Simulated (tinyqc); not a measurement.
# Resistance of a source-drain extension with a graded tip: effect of the active doping of the extension far from the gate

y runs along the channel, the gate covers y > 0. The doping is N0 for y < y0 and N0 10^(-(y - y0)/la) beyond, uniform over the depth xj. Sheet conductance s(y) = q mu(N) max(N - Nch, 0) xj + (for y > 0) ma Cox Vo, with mu(N) = u0 + (u1 - u0)/(1 + (N/Nr)^au) and Cox = eps0 eox/tox. Current is taken as one-dimensional; depletion of the tip, spreading and the contact are left out. The metallurgical junction lies at yj, where N = Nch.

R_spacer = integral of dy/s from -Ls to 0, R_ov from 0 to yj, R_channel = (Lg - 2 yj)/(ma Cox Vo), R_total = 2 R_spacer + 2 R_ov + R_channel. Electrical length L_eff = ma Cox dR_total/d(1/Vo); R_series = R_total - L_eff/(ma Cox Vo).

Values chosen for this exercise; mobility law close to that of electrons in silicon: relative permittivity of the gate insulator (close to zirconium oxide) eox = 25.2; insulator thickness tox = 11 nm; lateral abruptness la = 5.9 nm/decade; position under the gate where the fall begins (gate edge at 0) y0 = 3.1 nm; depth of the extension xj = 16 nm; channel doping Nch = 3.1e18 cm^-3; spacer length Ls = 25 nm; gate overdrive Vo = 0.34 V; mobility of the gate-induced layer ma = 84 cm^2/(V s); mobility at low doping u1 = 1414 cm^2/(V s); mobility at high doping u0 = 68.5 cm^2/(V s); reference doping Nr = 9.2e16 cm^-3; exponent au = 0.711; gate length Lg = 45 nm.

Constants: q = 1.602176634e-19 C, eps0 = 8.8541878128e-14 F/cm where lengths are in cm. Results are converted to the units shown.

Result of one run:

| N0 (cm^-3) | yj (nm) | R_spacer (ohm um) | R_ov (ohm um) | R_channel (ohm um) | R_total (ohm um) | L_eff (nm) | R_series (ohm um) |
|---|---|---|---|---|---|---|---|
| 1.1e20 | 12.25 | 11.82 | 35.06 | 354.0 | 447.8 | 22.17 | 65.14 |

What becomes of these results when the active doping of the extension far from the gate N0 is changed from 1.1e20 to 1.7e20 cm^-3, all else the same?

Result of the changed run:

| N0 (cm^-3) | yj (nm) | R_spacer (ohm um) | R_ov (ohm um) | R_channel (ohm um) | R_total (ohm um) | L_eff (nm) | R_series (ohm um) |
|---|---|---|---|---|---|---|---|
| 1.7e20 | 13.36 | 7.804 | 35.00 | 315.5 | 401.1 | 19.94 | 57.02 |

The whole series:

| N0 (cm^-3) | yj (nm) | R_spacer (ohm um) | R_ov (ohm um) | R_channel (ohm um) | R_total (ohm um) | L_eff (nm) | R_series (ohm um) |
|---|---|---|---|---|---|---|---|
| 2e19 | 7.877 | 59.37 | 35.36 | 504.8 | 694.3 | 30.95 | 160.1 |
| 3.1e19 | 9.000 | 39.00 | 35.27 | 466.1 | 614.6 | 28.68 | 119.6 |
| 4.7e19 | 10.07 | 26.36 | 35.20 | 429.3 | 552.4 | 26.53 | 94.34 |
| 7.2e19 | 11.16 | 17.65 | 35.12 | 391.5 | 497.1 | 24.34 | 76.88 |
| 1.1e20 | 12.25 | 11.82 | 35.06 | 354.0 | 447.8 | 22.17 | 65.14 |
| 1.7e20 | 13.36 | 7.804 | 35.00 | 315.5 | 401.1 | 19.94 | 57.02 |
| 2.6e20 | 14.45 | 5.185 | 34.96 | 277.9 | 358.2 | 17.76 | 51.72 |
| 4e20 | 15.55 | 3.414 | 34.93 | 239.8 | 316.5 | 15.55 | 48.12 |

As N0 goes from 2e19 to 4e20, R_total falls from 694 to 317 ohm um, L_eff falls from 30.9 to 15.5 nm and R_series falls from 160 to 48.1 ohm um.

Numbers from tinyqc (`OMP_NUM_THREADS=1 python tinyqc.py 2282256 2282257 out.jsonl`; about 0.07 s on one thread of a shared Intel Xeon 2.30GHz).
